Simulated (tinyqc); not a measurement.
Surface orientation and number of bands: six-band hole subbands of a thin body in a field.

Basis X, Y, Z times spin, hole energies counted downwards from the unstrained edge (the hydrostatic shift is left out), c = hbar^2/2m0. For a symmetric tensor T let C(T) have C_XX = L Txx + M (Tyy + Tzz), C_XY = N Txy (cyclic), L = c (g1 + 4 g2), M = c (g1 - 2 g2), N = 6 c g3. k = q + kz n, n the unit normal, q = k1 u + k2 v with u along the channel [1-10] and v = n x u. H = C(k k^T) + (Dso/3)(1 - L.sigma) - B + e F z with (L_k)_ij = -i epsilon_kij; B is the block C built from the traceless strain with 2b, -b and sqrt(3) d in place of L, M, N. Strain: exx = eyy = (s11 + s12) sx/2, ezz = s12 sx, exy = -s44 sx/4. Hard walls at z = 0 and t; basis sin(j pi z/t), j = 1 to Nz: kz^2 = (j pi/t)^2, kz = -i D with D_jl = 4 j l/(t (j^2 - l^2)), z_jj = t/2 and z_jl = -8 t j l/(pi (j^2 - l^2))^2 for j + l odd; 1 MV/cm = 0.01 eV/angstrom.

Nz = 14. E1 is the top subband at q = 0, gap the distance to the next pair, and the masses are c q^2/(E(q) - E1) at |q| = 0.02 1/angstrom (mean of the spin pair) along the channel [1-10] and across it in the plane; a dash marks a band that does not rise.

Constants: hbar^2/2m0 = 3.80998211 eV angstrom^2.

Parameters, chosen for this exercise (near those of a p-type Si channel; the results hold for these values, not for the real material):
- g1 = 4.29 (Luttinger gamma1)
- g2 = 0.34 (gamma2)
- g3 = 1.45 (gamma3)
- Dso = 0.045 eV (spin-orbit splitting)
- b = -2.12 eV (tetragonal potential)
- d = -4.79 eV (trigonal potential)
- S = (7.58, -2.12, 12.8) 1/TPa (compliances s11, s12, s44)
- t = 65 angstrom (body thickness)
- F = 0 MV/cm (field across the body)
- sx = -1 GPa (stress along the channel [1-10], negative in compression)

Three faces, six bands; and four bands, with Dso set to 1000 eV.

Results:

| case | E1 (meV) | gap (meV) | m channel | m across |
|---|---|---|---|---|
| (001) 6 bands | 4.8 | 51.8 | 0.161 | 1.914 |
| (001) 4 bands | 15.8 | 44.8 | 0.195 | 0.587 |
| (110) 6 bands | -23.0 | 9.4 | 0.115 | 0.278 |
| (110) 4 bands | -0.2 | 48.2 | 0.147 | 0.290 |
| (111) 6 bands | -14.1 | 37.7 | 0.133 | 0.852 |
| (111) 4 bands | -0.1 | 39.5 | 0.165 | 0.228 |

What can be read from this table?

With six bands the top subband is shallowest on (110) (-23.0 meV) and deepest on (001). Without the stress E1 would be 32.1, 10.4 and 12.4 meV, so the stress moves it by -27.3, -33.4 and -26.5 meV. The lightest channel mass is on (110) (0.115 m0). Dropping the split-off band moves E1 by 10.9, 22.8 and 14.1 meV and the gap by -7.0, 38.8 and 1.9 meV on the three faces, with Dso = 45 meV.

Run: tinyqc, `OMP_NUM_THREADS=1 python tinyqc.py 1280512 1280513 out.jsonl`; Intel(R) Xeon(R) Processor @ 2.30GHz, one thread, shared host; about 0.3 s of CPU time with all checks.
